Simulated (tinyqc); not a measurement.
Inside a calculation. Model: superjunction drift layer against a plain one, charge balance.

Numbers from tinyqc (`OMP_NUM_THREADS=1 python tinyqc.py 2590018 2590019 out.jsonl`; about 0.01 s on one thread of a shared Intel Xeon 2.30GHz). Printed values are rounded.

Alternating n and p pillars of equal width wp, doping N and length Lp. When depleted, the lateral field peaks at Ex = q N wp/(2 eps0 eps_r) at the pillar junctions and a uniform vertical field Ey is added; breakdown is taken where Ex^2 + Ey^2 = Ef^2. Only the n pillars conduct, narrowed by the zero-bias depletion. A first-order model: the field peaks at the pillar ends are left out.

Values chosen for this exercise; values close to those of 4H silicon carbide:
```
symbol  value        unit                                     meaning
eps_r    9.37              relative permittivity of the semiconductor
E16      2.59       MV/cm    critical field at a doping of 1e16 cm^-3
mx        924  cm^2/(V s)                      mobility at low doping
mi       39.9  cm^2/(V s)                     mobility at high doping
Nr       2e17       cm^-3            reference doping of the mobility
BV       1600           V                    wanted breakdown voltage
wp        0.5          um                        width of each pillar
Ef        2.3       MV/cm           critical field inside the pillars
a        0.61                     lateral peak field as a share of Ef
Vb        2.8           V    built-in voltage of the pillar junctions
dl       -6.1           %                charge imbalance (Nn - Np)/N
```

Constants: q = 1.602176634e-19 C, eps0 = 8.8541878128e-14 F/cm where lengths are in cm. Results are converted to the units shown.

## Iteration 1: doping of the plain drift layer

N at the start = 1e14 cm^-3

Ec(N) = E16 (N/1e16 cm^-3)^(1/8); N(new) = eps0 eps_r Ec(N)^2/(2 q BV).

Ec = 1.45646 MV/cm
N after iteration 1 = 3.43263e15 cm^-3

## Iteration 2: doping of the plain drift layer

As before.

Ec = 2.26597 MV/cm
N after iteration 2 = 8.30872e15 cm^-3

## Course of the iteration: doping of the plain drift layer

Stop when N changes by less than 1e8 cm^-3, or after 40 iterations.

Course of the iteration:
```
iteration   N (cm^-3)  |change| (cm^-3)
1          3.43263e15           3.33e15
2          8.30872e15           4.88e15
3          1.03636e16           2.05e15
4          1.09523e16           5.89e14
5          1.11046e16           1.52e14
6          1.11430e16           3.84e13
7          1.11527e16           9.62e12
8          1.11551e16           2.41e12
9          1.11557e16           6.02e11
10         1.11558e16           1.50e11
11         1.11559e16           3.76e10
12         1.11559e16            9.40e9
13         1.11559e16            2.35e9
14         1.11559e16            5.88e8
15         1.11559e16            1.47e8
16         1.11559e16            3.67e7
```

Converged in 16 iterations. At the end each change is about 0.25 times the one before: linear convergence.

## Thickness and resistance of the plain layer

N of the plain layer = 1.11559e16 cm^-3

Ec(N) = E16 (N/1e16 cm^-3)^(1/8), mu(N) = mi + (mx - mi)/(1 + (N/Nr)^0.9). W = 2 BV/Ec, Rsp = W/(q mu N).

mu = 862.745 cm^2/(V s)
W = 12.1874 um
Rsp = 0.790344 mohm cm^2

## Design of the pillars

Ex = a Ef gives N = 2 eps0 eps_r a Ef/(q wp); Ey = Ef sqrt(1 - a^2); Lp = BV/Ey; xd = sqrt(eps0 eps_r Vb/(q N)) on each side; Rsp = 2 Lp/(q mu(N) N (1 - 2 xd/wp)). mu(N) = mi + (mx - mi)/(1 + (N/Nr)^0.9).

N = 2.90600e17 cm^-3
Ey = 1.82252 MV/cm
Lp = 8.77904 um
xd = 0.0706350 um
Rsp = 0.128728 mohm cm^2

The pillars have an aspect ratio of 17.6. Their doping is 26.0 times, and their Rsp 0.163 times, that of the plain layer.

## Loss of breakdown voltage by imbalance

An imbalance dl leaves the mean net doping |dl| N/2, which tilts the vertical field by s = q |dl| N/(2 eps0 eps_r): BV(dl) = Ey Lp - s Lp^2/2, or Ey^2/(2 s) if the field reaches zero inside the pillar.

tilt s = 171.166 kV/(cm um)
BV(dl) = 940.399 V
loss = 41.2251 %
